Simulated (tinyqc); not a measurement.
Molecular dynamics of a small cluster by velocity Verlet steps: one step, computed by the program tinyqc. Command: `OMP_NUM_THREADS=1 python tinyqc.py 3023220 3023221 out.jsonl verlet walk`. One thread of a shared host (Intel(R) Xeon(R) Processor @ 2.30GHz), about 0.1 s of CPU time with the checks.

E = sum_i {sum_j A exp(-p (r_ij/r0 - 1)) - xi sqrt(rho_i)}, rho_i = sum_j exp(-2 q (r_ij/r0 - 1)); the force on i is -sum_j w_ij (R_i - R_j)/r_ij with w_ij = -(2p/r0) A exp(-p (r_ij/r0 - 1)) + (xi q/r0) exp(-2 q (r_ij/r0 - 1)) (rho_i^(-1/2) + rho_j^(-1/2)).

Problem. State at the start. Velocity Verlet: a = c F/M with c = 9.648533212e-3 angstrom/fs^2 per eV/(angstrom u); R(new) = R + v dt + a dt^2/2; v(new) = v + (a + a(new)) dt/2. Kinetic energy K = M v^2/(2c); temperature T = 2K/((3N - 3) k_B), rotation of the cluster included. After each step v is scaled by sqrt(1 + (dt/tau)(T0/T - 1)).

Inputs (values chosen for the exercise, for model atoms):

| quantity | value | unit |
|---|---|---|
| length r0 | 3.03 | angstrom |
| repulsion A | 0.085 | eV |
| hopping xi | 0.963 | eV |
| decay p | 9.91 | - |
| decay q | 3.03 | - |
| atomic mass M | 63.3 | u |
| time step dt | 2 | fs |
| target temperature T0 | 500 | K |
| coupling time tau | 50 | fs |

Potential: Gupta. Thermostat: Berendsen.

starting positions (angstrom):
```
           x      y      z
atom 1     0  -0.01   0.02
atom 2  2.79   0.01  -0.04
atom 3  2.78   2.81  -0.02
atom 4  0.04   2.79  -0.04
atom 5  1.45   1.39   2.03
atom 6  1.38   1.42  -2.05
```

starting velocities (angstrom/fs):
```
               x         y         z
atom 1   0.00014  -0.00043   0.00079
atom 2  -0.00049  -0.00057    0.0012
atom 3         0   0.00054   0.00053
atom 4   0.00085   0.00028    -5e-05
atom 5    -3e-05  -0.00073  -0.00173
atom 6  -0.00046   0.00091  -0.00074
```

Constants: 1 eV/(angstrom u) = 9.648533212e-03 angstrom/fs^2; k_B = 8.617333262e-05 eV/K.

Give: forces; potential energy; kinetic energy; temperature.

Solution.

forces (eV/angstrom):
```
              x        y        z
atom 1   0.2127   0.2186  -0.0143
atom 2  -0.1757   0.1745   0.0042
atom 3  -0.0473  -0.1633   0.0046
atom 4   0.0364  -0.1590   0.0907
atom 5  -0.0439   0.0010  -0.3654
atom 6   0.0178  -0.0718   0.2802
```

potential energy = -10.34 eV

kinetic energy = 0.03058 eV

temperature = 47.32 K
